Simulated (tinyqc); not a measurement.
Shallow acceptor in the spherical four-band model, step by step. Values are carried at full precision from step to step, so a last printed digit may differ when a step is redone from the rounded ones.

Units Ry* = Ry/(g1 eps^2) and a* = a0 eps g1; mu = (6 g3 + 4 g2)/(5 g1) is the spherical heavy-light coupling and delta = (g3 - g2)/g1 the cubic term, which is left out.

Constants: Ry = 13.60569312 eV; a0 (Bohr radius) = 0.5291772105 angstrom.

Values chosen for the exercise (near those of a shallow acceptor in Si, where the small spin-orbit splitting and strong warping make this model rough; the results hold for these values, not for the real material):

| symbol | value | unit | meaning |
|---|---|---|---|
| g1 | 4.32 |  | Luttinger gamma1 |
| g2 | 0.34 |  | gamma2 |
| g3 | 1.44 |  | gamma3 |
| eps | 12 |  | dielectric constant |
| al | (0.173, 1.04, 6.23) | 1/a*^2 | exponents a_i, the same for f and g |
| Dso | 0.042 | eV | spin-orbit splitting |

## Units and couplings

Give Ry*, a*, mu, delta and the spherical masses 1/(g1 (1 -/+ mu)).

Ry* = 21.871 meV
a* = 27.43 angstrom
mu = 0.46296
delta = 0.2546

heavy and light mass (m0): 0.4310  0.1582

A hydrogen model with the heavy mass would bind by Ry*/(1 - mu) = 40.7 meV and with the light mass by 14.9 meV. delta/mu = 0.55: the cubic term is not small, so the spherical result is a first estimate.

## Matrices in a small basis

The ground state 1S3/2 has an L = 0 part f(r) and an L = 2 part g(r). In units of Ry* and a*, with Gaussians f_i = exp(-a_i r^2), g_i = r^2 exp(-a_i r^2), A = a_i + a_j and I(n) = Gamma((n + 1)/2)/(2 A^((n + 1)/2)): S_ff = I(2), S_gg = I(6), H_ff = (6 a_i a_j/A) I(2) - 2 I(1), H_gg = (14 a_i a_j/A) I(6) - 2 I(5), H_fg = -mu [15 I(2) - 20 a_j I(4) + 4 a_j^2 I(6)]; each function is then normalised. The split-off band is left out.

Form S and H.

S:
```
        f1      f2      f3      g1      g2      g3
f1  1.0000  0.5849  0.1847       0       0       0
f2  0.5849  1.0000  0.5860       0       0       0
f3  0.1847  0.5860  1.0000       0       0       0
g1       0       0       0  1.0000  0.2861  0.0194
g2       0       0       0  0.2861  1.0000  0.2873
g3       0       0       0  0.0194  0.2873  1.0000
```

H (Ry*):
```
         f1       f2        f3       g1       g2        g3
f1  -0.8085  -0.9332   -0.8680  -0.3102  -0.0887   -0.0060
f2  -0.9332  -0.1347   -0.4322  -0.5335  -1.8648   -0.5358
f3  -0.8680  -0.4322   10.7239  -0.2169  -3.2098  -11.1707
g1  -0.3102  -0.5335   -0.2169   0.5030   0.2148   -0.0134
g2  -0.0887  -1.8648   -3.2098   0.2148   5.5441    2.6527
g3  -0.0060  -0.5358  -11.1707  -0.0134   2.6527   39.3614
```

## Ground state in the small basis

Solve H u = E S u for the lowest level of the acceptor; the first half of the basis is L = 0 and the second L = 2. Give E, E without the f-g block, and the L = 2 weight u_g S_gg u_g with u S u = 1.

E = -1.215 Ry*
E without coupling = -0.989 Ry*
L = 2 weight = 0.085

Without the coupling the exact value is -1, which this basis, tuned to the compact coupled state, misses by 0.011. The coupling to L = 2 takes the level to 1.22 times that exact value.

## Converged result

Converged values use 22 exponents 2.2^i, i = -7 to 14, for f and for g.
Ground and next level of the same symmetry, L = 2 weight and mean radius.

1S3/2 and 2S3/2 (Ry*): -1.244  -0.339

binding energies (meV): 27.2  7.4

L = 2 weight = 0.094
<r> = 34.2 angstrom

The small basis reaches 98 % of the binding. The ratio 1S/2S is 3.67 (4 for hydrogen). The binding is 0.65 of Dso, so the split-off band, left out here, would deepen it noticeably.

## Checks

- Level at mu = 0 against -1 Ry*: both -1.0000.
- Ground level from a second, denser basis, Ry*: both -1.244.

Run: tinyqc, `OMP_NUM_THREADS=1 python tinyqc.py 1282713 1282714 out.jsonl`; Intel(R) Xeon(R) Processor @ 2.30GHz, one thread, shared host; about 0.05 s of CPU time with all checks.
